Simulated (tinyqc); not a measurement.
Worked calculation: plane-wave Kohn-Sham cycle with exchange-only LDA in a layered model solid. Computed by tinyqc, a small Python program that keeps every step. Settings: points = 16, plane-wave index or count = 3, electrons = 2, k points = 2, area = 37.0, mixing = 0.8, iteration cap = 62. Command: `OMP_NUM_THREADS=1 python tinyqc.py 25590 25591 out.jsonl` (the two numbers bound the seeds that draw the settings). One thread of a shared host (Intel(R) Xeon(R) Processor @ 2.60GHz), about 0.01 s of CPU time with the checks. Later iterations appear only in the table of the cycle.

## Iteration 1: potential

A solid whose potential varies along x alone (atomic units):
```
parameter                      value
period a                    6.200000
cross-section of the cell  37.000000
electrons per cell                 2
grid points                       16
plane waves -n..n, n               3
k points                           2
V1 in V1 cos(2 pi x/a)     -0.140000
```

density at the start, on the grid x_j = j a/N (e/bohr^3): 0.00871840  0.00871840  0.00871840  0.00871840  0.00871840  0.00871840  0.00871840  0.00871840  0.00871840  0.00871840  0.00871840  0.00871840  0.00871840  0.00871840  0.00871840  0.00871840

V_H(G) = 4 pi rho(G)/G^2 for G != 0 (uniform background); v_x = -(3 rho/pi)^(1/3); V = V_ext + V_H + v_x; Fourier components f(G_m) = (1/N) sum_j f(x_j) exp(-i G_m x_j).

Potentials on the grid (hartree):
```
x             V_ext       V_H        v_x          V
0.000000  -0.140000  0.000000  -0.202676  -0.342676
0.387500  -0.129343  0.000000  -0.202676  -0.332019
0.775000  -0.098995  0.000000  -0.202676  -0.301671
1.162500  -0.053576  0.000000  -0.202676  -0.256252
1.550000          0  0.000000  -0.202676  -0.202676
1.937500   0.053576  0.000000  -0.202676  -0.149100
2.325000   0.098995  0.000000  -0.202676  -0.103681
2.712500   0.129343  0.000000  -0.202676  -0.073333
3.100000   0.140000  0.000000  -0.202676  -0.062676
3.487500   0.129343  0.000000  -0.202676  -0.073333
3.875000   0.098995  0.000000  -0.202676  -0.103681
4.262500   0.053576  0.000000  -0.202676  -0.149100
4.650000          0  0.000000  -0.202676  -0.202676
5.037500  -0.053576  0.000000  -0.202676  -0.256252
5.425000  -0.098995  0.000000  -0.202676  -0.301671
5.812500  -0.129343  0.000000  -0.202676  -0.332019
```

V(G_m), m = 0, 1, 2, ... (hartree): -0.202676  -0.070000  0.000000  0.000000  0.000000  0.000000  0.000000

## Iteration 1: Hamiltonian at one k

k = 0.250000 2 pi / a

H(m,m') = (k + G_m)^2/2 delta + V(G_m - G_m'), with V(-G) = V(G).

H (hartree), lower triangle:
```
           -3         -2         -1         +0         +1         +2        +3
-3   3.680720
-2  -0.070000   1.369939
-1   0.000000  -0.070000   0.086172
+0   0.000000   0.000000  -0.070000  -0.170582
+1   0.000000   0.000000   0.000000  -0.070000   0.599679
+2   0.000000   0.000000   0.000000   0.000000  -0.070000   2.396953
+3   0.000000   0.000000   0.000000   0.000000   0.000000  -0.070000  5.221241
```

## Iteration 1: levels at that k

Diagonalise the Hermitian matrix.

eigenvalues (hartree): -0.194427  0.099796  0.603354  1.371638  2.397945  3.682840  5.222976

## Iteration 1: new density

Motion across x is left out: the lowest 1 band(s) hold two electrons at each of the k points (j + 1/2)/nk - 1/2. Residual R = rho(out) - rho(in); rho(new) = rho(in) + 0.8 R. rho(out) = 2/(a A nk) sum |psi|^2 with psi = sum c exp(i G x). Harris energy E = band energy - dV sum rho (V_H/2 + v_x) + (3/4) dV sum rho v_x with rho(in), dV = a A/N, band energy = (2/nk) sum of the filled levels.

rho(out) (e/bohr^3): 0.01492824  0.01431147  0.01265111  0.01041650  0.00813295  0.00619113  0.00478396  0.00395448  0.00368288  0.00395448  0.00478396  0.00619113  0.00813295  0.01041650  0.01265111  0.01431147

density after iteration 1 (e/bohr^3): 0.01368627  0.01319286  0.01186457  0.01007688  0.00825004  0.00669658  0.00557085  0.00490726  0.00468998  0.00490726  0.00557085  0.00669658  0.00825004  0.01007688  0.01186457  0.01319286

energy per cell = -0.28751617 hartree

## Iteration 2: potential

As before.

Potentials on the grid (hartree):
```
x             V_ext        V_H        v_x          V
0.000000  -0.140000   0.056214  -0.235551  -0.319337
0.387500  -0.129343   0.051606  -0.232686  -0.310423
0.775000  -0.098995   0.038688  -0.224599  -0.284906
1.162500  -0.053576   0.019906  -0.212699  -0.246369
1.550000          0  -0.001434  -0.198980  -0.200414
1.937500   0.053576  -0.021935  -0.185613  -0.153972
2.325000   0.098995  -0.038689  -0.174568  -0.114262
2.712500   0.129343  -0.049577  -0.167341  -0.087575
3.100000   0.140000  -0.053343  -0.164834  -0.078178
3.487500   0.129343  -0.049577  -0.167341  -0.087575
3.875000   0.098995  -0.038689  -0.174568  -0.114262
4.262500   0.053576  -0.021935  -0.185613  -0.153972
4.650000          0  -0.001434  -0.198980  -0.200414
5.037500  -0.053576   0.019906  -0.212699  -0.246369
5.425000  -0.098995   0.038688  -0.224599  -0.284906
5.812500  -0.129343   0.051606  -0.232686  -0.310423
```

V(G_m), m = 0, 1, 2, ... (hartree): -0.199585  -0.060311  0.000414  0.000021  0.000000  0.000000  0.000000

## Iteration 2: Hamiltonian at one k

k = 0.250000 2 pi / a

As before.

H (hartree), lower triangle:
```
           -3         -2         -1         +0         +1         +2        +3
-3   3.683812
-2  -0.060311   1.373030
-1   0.000414  -0.060311   0.089263
+0   0.000021   0.000414  -0.060311  -0.167491
+1   0.000000   0.000021   0.000414  -0.060311   0.602770
+2   0.000000   0.000000   0.000021   0.000414  -0.060311   2.400044
+3   0.000000   0.000000   0.000000   0.000021   0.000414  -0.060311  5.224333
```

## Iteration 2: levels at that k

As before.

eigenvalues (hartree): -0.185446  0.099631  0.605497  1.374292  2.400781  3.685386  5.225621

## Iteration 2: new density

As before.

rho(out) (e/bohr^3): 0.01413581  0.01361691  0.01220851  0.01028344  0.00827452  0.00652508  0.00522752  0.00444816  0.00419026  0.00444816  0.00522752  0.00652508  0.00827452  0.01028344  0.01220851  0.01361691

density after iteration 2 (e/bohr^3): 0.01404590  0.01353210  0.01213972  0.01024213  0.00826962  0.00655938  0.00529619  0.00453998  0.00429020  0.00453998  0.00529619  0.00655938  0.00826962  0.01024213  0.01213972  0.01353210

energy per cell = -0.28063945 hartree

## Convergence

Stop when sqrt(dV sum R^2) is below 1e-8, dV = a A/N.

Course of the cycle:
```
iteration  E (hartree)  norm of the residual
1          -0.28751617              6.02e-02
2          -0.28063945              5.15e-03
3          -0.28060039              5.36e-04
4          -0.28060033              8.38e-05
5          -0.28060035              1.80e-05
6          -0.28060035              4.18e-06
7          -0.28060035              9.83e-07
8          -0.28060035              2.31e-07
9          -0.28060035              5.42e-08
10         -0.28060035              1.27e-08
11         -0.28060035              2.99e-09
```

Converged in 11 iterations. Before convergence this energy mixes input and output and is not variational, so it may rise towards its limit.
